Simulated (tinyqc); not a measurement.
Inside a calculation: pi bands of a honeycomb layer in tight binding. Values are carried at full precision from step to step, so a last printed digit may differ when a step is redone from the rounded ones.

Lattice vectors a (1,0) and a (1/2, sqrt3/2); f = exp(i ky a/sqrt3) + 2 cos(kx a/2) exp(-i ky a/(2 sqrt3)), w = |f|. H = [[D - t2 F, -t f], [., -D - t2 F]] with F = w^2 - 3, S = [[1, s0 f], [., 1]]; the levels solve det(H - E S) = 0. K = (4 pi/3a, 0), M = (pi/a, pi/(sqrt3 a)); w = 3, 1, 0 at Gamma, M, K.

Constants: hbar = 6.58211957e-16 eV s; hbar^2/2m0 = 3.80998211 eV angstrom^2.

Parameters, chosen for this exercise (of the size used for hexagonal BN; shifted at random, so the results belong to these values and not to a real crystal):
- a = 2.5 angstrom (lattice constant)
- t = 2.44 eV (nearest hopping)
- t2 = 0 eV (second-neighbour hopping)
- s0 = 0 (overlap of neighbours)
- D = 2.64 eV (+D on A, -D on B)
- k = (0.12, 0.38) 1/angstrom (wave vector)

## H and S at one k

Form f, w, F and the two matrices.

f = 2.75696-0.01416i
w = 2.75700
F = 4.60103

H (eV):
```
                 A                B
A           2.6400  -6.7270+0.0345i
B  -6.7270-0.0345i          -2.6400
```

S:
```
         A        B
A  1.00000        0
B        0  1.00000
```

## The secular equation

det(H - E S) = 0 reads (e - E)^2 - D^2 - (t + s0 E)^2 w^2 = 0 with e = -t2 (w^2 - 3), that is c2 E^2 + 2 c1 E + c0 = 0 with c2 = 1 - s0^2 w^2, c1 = -(e + t s0 w^2), c0 = e^2 - D^2 - t^2 w^2.

c2, c1, c0: 1.0000  0.0000  -52.2231

levels (eV): -7.2266  7.2266

## Levels at Gamma, M and K

Solve the quadratic (e - E)^2 - D^2 - (t + s0 E)^2 w^2 = 0 with e = -t2 (w^2 - 3), for w = 3, 1, 0.

Levels (eV):

| point | w | lower | upper | difference |
|---|---|---|---|---|
| Gamma | 3 | -7.7815 | 7.7815 | 15.5630 |
| M | 1 | -3.5949 | 3.5949 | 7.1898 |
| K | 0 | -2.6400 | 2.6400 | 5.2800 |

Measured from the middle of the levels at K (0.000 eV), the upper band reaches 7.782 eV and the lower -7.782 eV at Gamma: mirror images, as neither overlap nor t2 is present. The saddle points at M give the absorption peak at 7.190 eV in this one-electron picture.

## Near K

w = (sqrt3/2) a q to first order in the distance q from K. Effective hopping t* = t + 3 t2 s0, hbar v = (sqrt3/2) a t*, v in m/s = hbar v x 1e-10/hbar; band-edge masses follow from E^2 = D^2 + (hbar v q)^2 when t2 = s0 = 0: m/m0 = 2 c D/(hbar v)^2, c = hbar^2/2m0.

hbar v = 5.2828 eV angstrom
v = 8.026e+05 m/s
mass = 0.7208 m0

## Checks

- Roots of the quadratic against the generalised eigenproblem: they agree to 1e-10 or better.

(tinyqc, `OMP_NUM_THREADS=1 python tinyqc.py 1451388 1451389 out.jsonl`, Intel(R) Xeon(R) Processor @ 2.30GHz, 1 thread, shared host, about 0.01 s.)
